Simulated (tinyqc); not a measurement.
Worked calculation: UHF in the 6-31g basis, for H4, spin multiplicity 3. This run ends on a higher stationary point, not on the lowest solution. Computed by tinyqc, a small Python program that keeps every step (integrals from PySCF). Settings: charge = 0, multiplicity = 3, basis = 6-31g, energy threshold = 1e-10, iteration cap = 63, orthogonalisation = canonical, start = core, DIIS depth = 3, damping = 0.7, method = UHF. Command: `OMP_NUM_THREADS=1 python tinyqc.py 29539 29540 out.jsonl` (the two numbers bound the seeds that draw the settings). One thread of a shared host (Intel(R) Xeon(R) Processor @ 2.60GHz), about 0.2 s of CPU time with the checks.

Geometry (angstrom):
```
atom         x         y         z
H     0.000000  0.000000  0.000000
H     0.000000  0.000000  0.711000
H     0.000000  1.698000  0.000000
H     0.000000  1.698000  0.711000
```

Stop when the energy changes by less than 1e-10 hartree and every element of the error matrix X^T (F D S - S D F) X (for each spin) is below 3e-06.

Course of the cycle:
```
iteration  E (hartree)     change  largest element of the error matrix
1          -1.74435369          -                             2.42e-01
2          -1.77772739  -3.34e-02                             1.79e-01
3          -1.80256010  -2.48e-02                             1.25e-01
4          -1.82101730  -1.85e-02                             8.75e-02
5          -1.83447462  -1.35e-02                             6.11e-02
6          -1.84415870  -9.68e-03                             4.28e-02
7          -1.85106678  -6.91e-03                             2.99e-02
8          -1.85596580  -4.90e-03                             2.09e-02
9          -1.85942614  -3.46e-03                             1.46e-02
10         -1.86186357  -2.44e-03                             1.03e-02
11         -1.86357721  -1.71e-03                             7.18e-03
12         -1.86478041  -1.20e-03                             5.02e-03
13         -1.86562443  -8.44e-04                             3.52e-03
14         -1.86621613  -5.92e-04                             2.46e-03
...                ...        ...                                  ...
45         -1.86759952  -9.37e-09                             3.88e-08
46         -1.86759953  -6.56e-09                             2.72e-08
47         -1.86759954  -4.59e-09                             1.90e-08
48         -1.86759954  -3.21e-09                             1.33e-08
49         -1.86759954  -2.25e-09                             9.32e-09
50         -1.86759954  -1.57e-09                             6.52e-09
51         -1.86759954  -1.10e-09                             4.57e-09
52         -1.86759954  -7.71e-10                             3.20e-09
53         -1.86759955  -5.40e-10                             2.24e-09
54         -1.86759955  -3.78e-10                             1.57e-09
55         -1.86759955  -2.65e-10                             1.10e-09
56         -1.86759955  -1.85e-10                             7.68e-10
57         -1.86759955  -1.30e-10                             5.37e-10
58         -1.86759955  -9.08e-11                             3.76e-10
```

Can the last value be used, and what does the course show?

No, though the log alone does not show it. Converged in 58 iterations. But the solution lies 0.01070 hartree above the reference: it is another stationary point, not the lowest one. Reruns (cap 100 unless said): DIIS 8: converged in 7 to a higher stationary point; damping 0.5: converged in 32 to a higher stationary point; level shift 0.5: converged in 16 to a higher stationary point; atomic densities as start, DIIS 8: converged in 7 to a higher stationary point. PySCF UHF in the same basis, after a stability check = -1.87830147 hartree.
